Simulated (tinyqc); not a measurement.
Closable height against the size of the gap: wafer bonding and layer transfer: bond energy, gap closing, particles, bonding of dissimilar wafers and hydrogen blisters. Computed by tinyqc, a small Python program. Command: `OMP_NUM_THREADS=1 python tinyqc.py 3023837 3023838 out.jsonl bond walk`. One thread of a shared host (Intel(R) Xeon(R) Processor @ 2.30GHz), about 0.01 s of CPU time with the checks.

gamma is the energy per area of each of the two surfaces; plates are isotropic, and both wafers have E1 and t1.

Inputs (values chosen for the exercise, with wafer 1 close to silicon):

| quantity | value | unit |
|---|---|---|
| Young's modulus E1 | 142 | GPa |
| Poisson ratio nu | 0.26 | - |
| thickness t1 | 775 | micrometre |
| blade thickness t_b | 50 | micrometre |
| crack length L | 19.2 | mm |

Pair: two equal wafers.

Method. Two cantilevers opened by t_b: gamma = 3 t_b^2 E1 t1^3 E2 t2^3/(16 L^4 (E1 t1^3 + E2 t2^3)). E' = E1/(1 - nu^2), equal wafers of thickness t1 assumed. A gap of radius R closes if h_g < h_c: h_c = R^2/sqrt((2/3) E' t1^3/gamma) for R > 2 t1 (plate bending), h_c = 3.6 sqrt(R gamma/E') for R < 2 t1 (local deformation).

bond energy gamma = 0.113999 J/m^2

Gap closing:

| R (mm) | regime | h_c (nm) | slope h_c/R |
|---|---|---|---|
| 1.00e-04 | local | 9.8494e-01 | 0.0098494 |
| 1.00e-03 | local | 3.1147e+00 | 0.0031147 |
| 1.00e-02 | local | 9.8494e+00 | 0.0009849 |
| 1.00e-01 | local | 3.1147e+01 | 0.0003115 |
| 5.00e-01 | local | 6.9646e+01 | 0.0001393 |
| 2.00e+00 | plate | 1.9645e+02 | 0.0000982 |
| 5.00e+00 | plate | 1.2278e+03 | 0.0002456 |
| 2.00e+01 | plate | 1.9645e+04 | 0.0009823 |
| 5.00e+01 | plate | 1.2278e+05 | 0.0024557 |

What follows from these numbers?

Roughness of 100 nm scale may be 0.98 nm in half height, waviness of radius 5 cm as much as 120 micrometre: h_c goes as R^(1/2) when the wafer deforms locally and as R^2 when it bends. The allowed slope is least near R = 2 t1, so defects about 4 t1 wide are the hardest to close; bow matters little.

Extremes, crossings and ranges named in words are read from the listed rows.
